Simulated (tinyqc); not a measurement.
The phase diagram: regular and subregular solution with a miscibility gap. Computed by tinyqc, a small Python program. Command: `OMP_NUM_THREADS=1 python tinyqc.py 3009301 3009302 out.jsonl regsol walk`. One thread of a shared host (Intel(R) Xeon(R) Processor @ 2.30GHz), about 0.01 s of CPU time with the checks.

Per mole of mixing sites: G(x) = x (1 - x) [L0 + L1 (1 - 2x)] + R T [x ln x + (1 - x) ln(1 - x)], x the fraction of B.

Inputs (values chosen for the exercise, for a model alloy): interaction L0 = 53 kJ/mol; size misfit eta = d ln a/dx = 0.035; asymmetry L1 = -0.22 kJ/mol.

Source of L0: given.

Constants: R = 8.314462618 J/(mol K).

Method:
- L0 and eta are given.
- The spinodal is G'' = 0, R T_s(x) = x (1 - x) [2 L0 + 6 L1 (1 - 2x)]; the critical point is its maximum.
- G' = L0 (1 - 2x) + L1 (1 - 6x + 6x^2) + R T ln[x/(1 - x)]; G'' = -2 L0 - 6 L1 (1 - 2x) + R T/[x (1 - x)].
- Common tangent: F1 = G'(x1) - G'(x2) = 0 and F2 = [G - x G'](x1) - [G - x G'](x2) = 0. Newton step: J = [[G''(x1), -G''(x2)], [-x1 G''(x1), x2 G''(x2)]], J dx = -F; a step that would leave 0 < x < 1 is halved until it stays inside. The start is x1 = s0, x2 = 1 - s0.
- For this table each start is x_s1/6 and 1 - (1 - x_s2)/6. The dilute estimate of x1 is exp(-(L0 + L1)/(R T)).

critical temperature T_c = 3187.34 K

critical composition x_c = 0.503113

L0 = 53 kJ/mol

Binodal and spinodal:
```
T (K),binodal x1,spinodal x_s1,spinodal x_s2,binodal x2,dilute estimate of x1
1275,0.0073481,0.11397,0.88852,0.99296,0.0068823
1594,0.021655,0.14806,0.85506,0.97911,0.018641
1912,0.047018,0.18561,0.81813,0.95441,0.036150
2231,0.086833,0.22832,0.77604,0.91548,0.058114
2550,0.14655,0.27892,0.72606,0.85686,0.082960
2869,0.23981,0.34480,0.66080,0.76490,0.10941
3060,0.33250,0.40306,0.60292,0.67310,0.12562
```

What follows from these numbers?

The dilute estimate is 0.94 of x1 at the lowest T and 0.38 at the highest: it drops the pull of the other solutes and the impurity of the second phase. Near the top the binodal is 1.70 times as wide as the spinodal; the mean-field limit at T_c is sqrt(3) = 1.73. The gap is lopsided: at the lowest T, A dissolves 0.0073 of B and B dissolves 0.0070 of A. Caution: a real alloy may melt or decompose below this critical temperature.

Extremes, crossings and ranges named in words are read from the listed rows.
